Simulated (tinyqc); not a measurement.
## Surface potential of a MOS transistor: implicit equation and explicit approximations: effect of the acceptor density at fixed gate voltage

p-type body, charge-sheet picture, depletion and inversion only, full ionisation (an idealisation for deep acceptors), Boltzmann statistics (rough once Na exp(x - xn) passes about Nc/7). In units of Vt: xg = (Vg - Vfb)/Vt, x = psi/Vt, G = gamma/sqrt(Vt), xn = (2 phiF + Vc)/Vt. The implicit equation is (xg - x)^2 = G^2 [x - 1 + exp(x - xn)] for x above about 3. Cox = eps0 eox/tox.

ni = sqrt(Nc Nv) exp(-Eg/(2 Vt)), Eg in volts; phiF = Vt ln(Na/ni); gamma = sqrt(2 q eps0 eps_r Na)/Cox; VT = Vfb + Vt (xn + G sqrt(xn - 1)). Depletion value a = 1 + [sqrt(G^2/4 + xg - 1) - G/2]^2; inversion value b = xn + ln[(xg - xn)^2/G^2 - xn + 1] and first guess y = min(a, b) - ln(1 + exp(-|a - b|)) if a > xn + 1, else b = y = a; one second-order correction with D = exp(y - xn), p = 2 (xg - y) + G^2 (1 + D), w = (xg - y)^2 - G^2 (y - 1 + D): z = y + 2 w/(p + sqrt(p^2 - 2 (2 - G^2 D) w)), or the Newton step z = y + w/p where the root is not real. N_inv = (Cox Vt G/q) [sqrt(x - 1 + exp(x - xn)) - sqrt(x - 1)] at the root. Lambert form (Cox m Vt/q) W0[(G/(2 m sqrt(xn - 1))) exp((Vg - VT)/(m Vt))], m = 1 + G/(2 sqrt(xn - 1)). Errors under 1e-4 mV, and the linear form below VT, are printed as 0. Vfb is held fixed.

Inputs (values chosen for the exercise); band and dielectric values close to those of silicon:

| symbol | value | unit | meaning |
|---|---|---|---|
| T | 300 | K | temperature |
| Eg | 1.11 | eV | band gap |
| eps_r | 11.6 |  | relative permittivity |
| Nc | 2.76e19 | cm^-3 | conduction-band density of states at T |
| Nv | 2.61e19 | cm^-3 | valence-band density of states at T |
| eox | 3.9 |  | relative permittivity of the gate insulator (close to silicon dioxide) |
| tox | 1.7 | nm | insulator thickness |
| Vfb | -0.48 | V | flat-band voltage |
| Vc | 0.2 | V | channel-body voltage |
| Vg | 0.49 | V | gate-body voltage |

Constants: q = 1.602176634e-19 C, kB = 1.380649e-23 J/K, Vt = kB T/q, eps0 = 8.8541878128e-14 F/cm where lengths are in cm. Results are converted to the units shown.

Effect of the acceptor density at fixed gate voltage:
```
Na (cm^-3)  psi (V)    x - xn  error of y (mV)  error of z (mV)  N_inv (cm^-2)  Cox (Vg - VT)/q (cm^-2)  Lambert form (cm^-2)
1.1e16      0.94025    1.2968            0.715                0      1.8110e10                4.4977e11             1.8870e10
2.4e16      0.92815  -0.73135            0.279                0       3.6203e9                        0              3.5953e9
5.3e16      0.90886   -3.0621           0.0404                0       5.3036e8                        0              5.0722e8
1.2e17      0.87960   -5.8285          3.82e-3                0       5.1060e7                        0              4.6560e7
2.5e17      0.84239   -8.7355          3.01e-4                0       4.1176e6                        0              3.5210e6
5.5e17      0.78724   -12.446                0                0       1.5473e5                        0              1.1738e5
1.2e18      0.71345   -16.860                0                0         2910.6                        0                1751.7
2.6e18      0.61921   -22.052                0                0         25.646                        0                9.6475
```

As Na goes from 1.1e16 to 2.6e18, psi falls from 0.940 to 0.619 V, x - xn falls from 1.30 to -22.1 and N_inv falls from 1.81e10 to 25.6 cm^-2. The Lambert form lies between 0.376 and 1.04 times N_inv.

Numbers from tinyqc (`OMP_NUM_THREADS=1 python tinyqc.py 2122117 2122118 out.jsonl`; about 0.01 s on one thread of a shared Intel Xeon 2.30GHz).
